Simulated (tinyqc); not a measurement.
Worked calculation: Hubbard chain of 5 sites. One step of it, computed by the program tinyqc.

Question. Mean-field iteration 2. H(up) = T + U n(down), H(down) = T + U n(up); fill the lowest levels; n(new) = n + mixing (n(out) - n); E = tr T (rho up + rho down) + U sum n_up n_down of the output.

one-body matrix (hopping and site energies) (eV), lower triangle:
```
           1          2          3          4         5
1   0.000000
2  -1.090000   0.000000
3   0.000000  -1.090000   0.000000
4   0.000000   0.000000  -1.090000   0.000000
5   0.000000   0.000000   0.000000  -1.090000  0.000000
```

U = 10.900000 eV

electrons, up and down: 3  2

mixing = 1

n(up) after iteration 1: 1 0.801583, 2 0.318859, 3 0.759117, 4 0.318859, 5 0.801583

n(down) after iteration 1: 1 0.198417, 2 0.681141, 3 0.240883, 4 0.681141, 5 0.198417

Give: levels, up; levels, down; energy; n(up) after iteration 2; n(down) after iteration 2.

Answer.

levels, up (eV): 1.7573  1.9459  2.3927  7.6413  8.0628

levels, down (eV): 2.8372  3.2587  8.5073  8.9541  9.1427

energy = -0.2463 eV

n(up) after iteration 2: 1 0.9656, 2 0.0704, 3 0.9279, 4 0.0704, 5 0.9656

n(down) after iteration 2: 1 0.0344, 2 0.9296, 3 0.0721, 4 0.9296, 5 0.0344
